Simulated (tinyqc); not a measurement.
Comparisons within one model: thin (001) film in sp3s* tight binding with raised dangling bonds. A value that a table varies takes the place of the one given here.

Planes alternate anion (a), cation (c) along [001], a/4 apart, starting with an anion; zero in-plane momentum; levels counted from the bulk Ev, the lower root of [[Epa, Vxx], [Vxx, Epc]]; no spin-orbit coupling. Block of s, pz, s*: from an anion to the cation above, Vss/2 (s,s), Vsapc/2 (s,z), -Vscpa/2 (z,s), Vxx/2 (z,z), Vxapc/2 (s*,z), -Vpaxc/2 (z,s*); to the cation below the same with the s-z and s*-z signs reversed. Block of u = (px + py)/sqrt2 and v = (px - py)/sqrt2: to the cation above (Vxx + Vxy)/2 for u and (Vxx - Vxy)/2 for v, to the cation below the reverse. Each surface atom has two dangling sp3 hybrids; raising both by dl adds (dl/2) [[1, t], [t, 1]] to its s, pz levels (t = -1 at the bottom face, +1 at the top) and dl to the one of u, v in whose plane the missing bonds lie (v for a bottom anion or a top cation, u for a top anion).

Values chosen for the exercise (near a published set for Ge, fitted to gaps, whose masses and valley positions are rough; the L valleys, lowest in Ge, lie off zero in-plane momentum and are not seen; shifted at random, so the results belong to these values and not to a real crystal):
- p = (-5.904, 1.611, -5.904, 1.611, 6.394, 6.394, -6.812, 1.602, 4.88, 5.491, 5.491, 5.18, 5.18) eV (order Esa, Epa, Esc, Epc, Exa, Exc, Vss, Vxx, Vxy, Vsapc, Vscpa, Vxapc, Vpaxc)
- Nw = 20 (planes in the thicker film)
- a = 5.655 angstrom (lattice constant)
- dp = 30 eV (value of dl for the passivated films)
- Ns = (10, 11, 15, 19, 24, 35, 45, 61) (numbers of planes)
- N0 = 23 (first number of planes)

## States in the gap of a film

edges (eV): Gamma 0.89900, Delta 0.82052

Levels between 0 and the lower bulk edge, the largest weight on the two outer planes of both faces among them, and the nearest levels outside, for several shifts dl.

Film of Nw planes:
```
dl (eV)  levels in the gap       at (eV)  surface weight  next above (eV)  next below (eV)
0                        1         0.152            0.38           0.8662          -0.1100
1                        2  0.012, 0.366            0.48           0.8668          -0.1100
2                        2  0.293, 0.617            0.49           0.8680          -0.1100
3                        1         0.525            0.39           0.8335          -0.1100
5                        1         0.787            0.28           0.8631          -0.1100
10                       0             -               -           0.8644          -0.1100
30                       0             -               -           0.8648          -0.1100
100                      0             -               -           0.8649          -0.1100
```

Can the levels of the bare film be read as confined subbands?

No: with bare surfaces (dl = 0) 1 level lies in the bulk gap, with up to 38 % of the weight on the four outer planes, two a face, where an even spread gives 20 %: a state drawn out of a band edge by the surface, no confined subband, which would lie outside the bulk gap. The reruns show the bulk gap clear from dl = 10 eV on, and at dl = 30 eV the next level above lies -0.1 meV from its value at 100 eV.

## Gap against thickness

Passivated films (finite dp, so levels can still be some meV from their limit), thickness N a/4. Highest level below mid-gap (either block) and the two lowest above it. The exponents are -d ln(shift)/d ln N between the sixth and the last film, for the valence level and for the mean of the two conduction levels.

Levels (eV):
```
N   thickness (angstrom)      Ev1     Ec1     Ec2     gap
10                 14.14  -0.3124  0.9740  0.9859  1.2865
11                 15.55  -0.3195  0.9551  0.9624  1.2746
15                 21.21  -0.1961  0.8956  0.9048  1.0916
19                 26.86  -0.1325  0.8701  0.8727  1.0026
24                 33.93  -0.0814  0.8525  0.8535  0.9339
35                 49.48  -0.0451  0.8359  0.8366  0.8810
45                 63.62  -0.0283  0.8300  0.8303  0.8583
61                 86.24  -0.0160  0.8258  0.8258  0.8418
```

exponents: valence 1.87, conduction 1.96

The gap is 1.286 eV at 14.1 angstrom and 0.842 eV at 86.2, against 0.821 eV in the bulk along this line. At 19 planes the conduction side gives 50 meV of the widening and the valence side 132 meV. A hard-walled parabolic band has exponent 2; departures come from the offset between N a/4 and the effective width, from non-parabolicity and from the termination (odd and even N end differently: in the direction of the bond rows at the two faces and, in a compound, in the kind of atom), which also makes single steps in N uneven. Ec1 and Ec2 are the doublet of the two Delta valleys along the normal.

## Valley splitting plane by plane

kz of the minimum = 0.80658 2 pi/a

Ten passivated films from N0 planes on; the phase is N pi k0/2 modulo pi, k0 the position of the bulk minimum.

Lowest doublet:
```
N   phase/pi  mean shift (meV)  splitting (meV)
23     0.276             35.22            1.300
24     0.679             32.47            0.937
25     0.082             30.20            2.063
26     0.485             27.92            0.077
27     0.889             25.91            1.323
28     0.292             24.24            0.971
29     0.695             22.66            0.824
30     0.099             21.16            1.016
31     0.502             19.89            0.073
32     0.905             18.75            0.979
```

The splitting ranges from 0.07 meV (N = 31) to 2.06 meV (N = 25), while the mean shift goes from 35 to 19 meV and falls steadily. The splitting changes direction 7 times in these ten films, and one plane more changes it by up to 1.99 meV: it hangs on the phase between the two faces, which is why atomic steps matter.

## What each change does

A film of Nw planes with shift dp: highest level below mid-gap (half the lower bulk edge) and the two lowest above. Each row changes one parameter from the base and keeps the others.

Results:
```
case        Ev1 (eV)  Ec1 (eV)  Ec2 (eV)
base         -0.1100    0.8648    0.8678
Nw = 22      -0.0941    0.8577    0.8606
dp = 60 eV   -0.1100    0.8649    0.8678
```

The largest shifts from the base row, up to three for each result and ties (the steps differ in size, so this ranks the rows, not the parameters). Ev1 (eV): Nw +0.0159; unchanged at the printed digits by dp. Ec1 (eV): Nw -0.0072, dp +0.0001. Ec2 (eV): Nw -0.0073; unchanged at the printed digits by dp. An odd change of Nw also changes which atoms end the film, so levels need not move as thickness alone would move them; the row for dp shows how far the passivation is from converged.

Run: tinyqc, `OMP_NUM_THREADS=1 python tinyqc.py 1452025 1452026 out.jsonl`; Intel(R) Xeon(R) Processor @ 2.30GHz, one thread, shared host; about 0.4 s of CPU time with all checks.
